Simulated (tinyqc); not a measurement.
What moves the results: valley splitting of a silicon quantum well in envelope theory. A value that a table varies takes the place of the one given here.

The well lies at 0 < z < L; U(z) = V0 [1/(1 + exp(z/w)) + 1/(1 + exp((L - z)/w))] - e F z, 1 mV/nm = 1e-4 eV/angstrom. The envelope psi solves -(c/ml) psi'' + U psi = E psi, c = hbar^2/2m0, by three-point differences on a grid of 0.1 angstrom from -40 to L + 40 angstrom. The two valleys at +/- k0 couple through D = C0 times the integral of exp(-i q z) U(z) psi^2, q = 2 k0 (2 pi/a), and split by Ev = 2|D|.

Random alloy: with Y(z) = Yw + (Yb - Yw) B(z), B the bracket in U, and in-plane density exp(-r^2/ad^2)/(pi ad^2), D gains a random complex part of variance sigma^2 = (C0^2/pi)(a^2 V0/(8 ad (Yb - Yw)))^2 (4/a) times the integral of psi^4 Y (1 - Y). Alone it gives a mean splitting sqrt(pi) sigma; together with the smooth part the rms splitting is 2 sqrt(|D|^2 + sigma^2).

Constants: hbar^2/2m0 = 3.80998211 eV angstrom^2.

Parameters, chosen for this exercise (near those of a strained Si well in SiGe; not measured data):

| symbol | value | unit | meaning |
|---|---|---|---|
| L | 38 | angstrom | well width |
| V0 | 0.21 | eV | conduction offset |
| ml | 0.905 | m0 | mass along z |
| F | 4.2 | mV/nm | field pressing towards the upper interface |
| k0 | 0.846 | 2 pi/a | valley position |
| a | 5.431 | angstrom | lattice constant |
| C0 | 0.28 |  | Bloch overlap factor |
| Yb | 0.34 |  | Ge share of the barrier |
| Yw | 0 |  | Ge share of the well |
| ad | 120 | angstrom | dot radius |
| ws | (0.3, 0.5, 1.1, 1.4, 2.2, 3.2, 4.4) | angstrom | interface widths |
| Ls | (38, 39.4, 40.7, 42.1, 43.4, 44.8, 46.1, 47.5) | angstrom | widths in steps of one atomic layer, a/4, rounded to the grid |
| F2 | 0.5 | mV/nm | second field, zero or weak |
| w1 | 0.6 | angstrom | interface width for this table |
| w | 1 | angstrom | interface width parameter |

## Sharpness of the interface

The smooth part 2|D| and the disorder part against w, beside y/sinh(y) with y = pi q w. The 12 to 88 % width of the step is 4w.

Results:

| w (angstrom) | 4w (angstrom) | 2\|D\| (micro-eV) | y/sinh(y) | sqrt(pi) sigma (micro-eV) |
|---|---|---|---|---|
| 0.3 | 1.2 | 223.33 | 0.60 | 14.7 |
| 0.5 | 2.0 | 123.40 | 0.28 | 16.3 |
| 1.1 | 4.4 | 7.68 | 0.016 | 23.6 |
| 1.4 | 5.6 | 1.35 | 0.0031 | 28.6 |
| 2.2 | 8.8 | 0.01 | 3.6e-05 | 46.2 |
| 3.2 | 12.8 | 0.00 | 1.1e-07 | 75.4 |
| 4.4 | 17.6 | 0.00 | 9.6e-11 | 115.5 |

How do the results move?

The smooth part needs a Fourier component of U psi^2 at a wavelength of 3.21 angstrom; from the first row to the third it falls by a factor 29.1, while y/sinh(y) falls by 38.3 (the envelope near the step and the phase between the two interfaces change too). The disorder part goes from 14.7 to 115.5 micro-eV, growing as the electron overlaps more alloy. It takes over between w = 0.5 and 1.1 angstrom, that is a step 2.0 to 4.4 angstrom wide, with 1.36 angstrom to an atomic layer.

## Adding atomic layers

The smooth splitting Ev = 2|D| with w = w1, at the field F2 and at F.

Results:

| L (angstrom) | q L mod 2 pi | Ev at F2 (micro-eV) | Ev at F (micro-eV) |
|---|---|---|---|
| 38.0 | 5.27 | 82.2 | 84.5 |
| 39.4 | 1.73 | 7.32 | 23.5 |
| 40.7 | 4.27 | 70.9 | 73.5 |
| 42.1 | 0.73 | 27.1 | 34.8 |
| 43.4 | 3.27 | 46.7 | 51.0 |
| 44.8 | 6.01 | 45.5 | 49.8 |
| 46.1 | 2.28 | 18.6 | 28.7 |
| 47.5 | 5.02 | 48.8 | 52.4 |

What can be read from the table?

At F2 the splitting swings between 7.32 and 82.2 micro-eV, a ratio of 11.2, as the two interfaces add with the phase q L, which advances on average by 2.66 rad a layer. At F the ratio is 3.59, where in the first row psi^2 at the upper interface is 1.69 times that at the lower one: the field unbalances the two contributions, which fills in the minima.

## What each parameter does

Orbital spacing, psi^2 at z = L, the smooth splitting and sigma; V0 is held fixed when Yw changes. Each row changes one parameter from the base and keeps the others.

Results:

| case | E2 - E1 (meV) | psi^2(L) (1e-3/angstrom) | 2\|D\| (micro-eV) | sigma (micro-eV) |
|---|---|---|---|---|
| base | 56.85 | 4.463 | 13.09 | 12.5 |
| ad = 160 angstrom | 56.85 | 4.463 | 13.09 | 9.3 |
| Yw = 0.03 | 56.85 | 4.463 | 13.09 | 87.3 |
| L = 44 angstrom | 45.42 | 3.410 | 7.83 | 9.1 |
| V0 = 0.263 eV | 60.20 | 3.644 | 13.46 | 13.5 |
| w = 1.3 angstrom | 57.93 | 4.290 | 2.47 | 15.1 |
| F = 6.3 mV/nm | 57.16 | 5.017 | 13.49 | 13.2 |
| k0 = 0.826 2 pi/a | 56.85 | 4.463 | 7.87 | 12.5 |
| C0 = 0.336 | 56.85 | 4.463 | 15.70 | 15.0 |

What can be read from the table?

The largest shifts from the base row, up to three for each result and ties (the steps differ in size, so this ranks the rows, not the parameters). E2 - E1 (meV): L -11.44, V0 +3.34, w +1.07; unchanged at the printed digits by ad, Yw, k0 and C0. psi^2(L) (1e-3/angstrom): L -1.053, V0 -0.820, F +0.553; unchanged at the printed digits by ad, Yw, k0 and C0. 2|D| (micro-eV): w -10.62, L -5.25, k0 -5.22; unchanged at the printed digits by ad and Yw. sigma (micro-eV): Yw +74.8, L -3.4, ad -3.1; unchanged at the printed digits by k0.

tinyqc: `OMP_NUM_THREADS=1 python tinyqc.py 1251625 1251626 out.jsonl`; about 0.09 s, one thread, shared Intel(R) Xeon(R) Processor @ 2.30GHz.
